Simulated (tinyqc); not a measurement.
Chemical shift by three methods: effective-mass impurity with a central-cell term, in a basis of Slater functions. Computed by tinyqc, a small Python program. Command: `OMP_NUM_THREADS=1 python tinyqc.py 3016678 3016679 out.jsonl centralcell walk`. One thread of a shared host (Intel(R) Xeon(R) Processor @ 2.30GHz), about 0.01 s of CPU time with the checks.

The envelope obeys H = -nabla^2 - (2/r) [Z + A exp(-kappa r)] in effective units, with kappa = a*/lambda; positive A deepens the well near the core.

Inputs (values chosen for the exercise, with mass and screening modelled on silicon):
```
quantity,value,unit
effective mass m,0.329,m_0
dielectric constant eps,12.1,-
charge Z of the core,2,-
central-cell strength A,6.3,-
central-cell range lambda,1.5,angstrom
```

Impurity: donor, one isotropic band.

Constants: Ry = 13.605693123 eV; a_0 = 0.529177210903 angstrom.

Method:
- Units: Ry* = Ry m/eps^2 and a* = a_0 eps/m, with m in m_0.
- kappa = a*/lambda; the hydrogenic ground state is bound by Z^2 Ry*.
- For s functions exp(-zeta r), with s = zeta_i + zeta_j: S = 2/s^3, T = zeta_i zeta_j S, V = -2 Z/s^2, W = -2 A/(s + kappa)^2; each function is normalised by dividing by sqrt(S_ii S_jj).
- Large basis: zeta_i = 0.06 x 1.6^(i-1), i = 1..22, same formulas; for p functions r exp(-zeta r): S = 24/s^5, T = zeta_i zeta_j S (centrifugal term included), V = -12 Z/s^4, W = -12 A/(s + kappa)^4; overlap eigenvalues below 1e-11 are dropped.
- First order: shift = 8 A Z^3/(2 Z + kappa)^2 Ry*. One exponent: minimise zeta^2 - 2 Z zeta - 8 A zeta^3/(2 zeta + kappa)^2 by golden section on 0.2 to 6 Z. All shifts are the binding beyond Z^2 Ry*.

kappa = 12.9748 1/a*

Ry* = 30.5735 meV

hydrogenic binding energy = 122.294 meV

Shift of the 1s binding energy (meV):
```
A,first order,one exponent,large basis
-6.30,-42.782,-27.89,-24.11
-3.15,-21.391,-16.81,-15.45
0.63,4.278,4.53,4.62
1.57,10.661,12.42,13.07
3.15,21.391,30.02,33.42
6.30,42.782,102.03,122.85
7.88,53.511,183.49,218.68
```

What follows from these numbers?

The three columns are ordered, first order <= one exponent <= large basis, since each is a variational bound with more freedom. At the largest attractive A first order gives 24 % and one exponent 84 % of the shift; at the most repulsive A the true shift is -24.106 meV against -42.782. Attraction pulls the envelope in and feeds itself, repulsion pushes it out and saturates.

Extremes, crossings and ranges named in words are read from the listed rows.
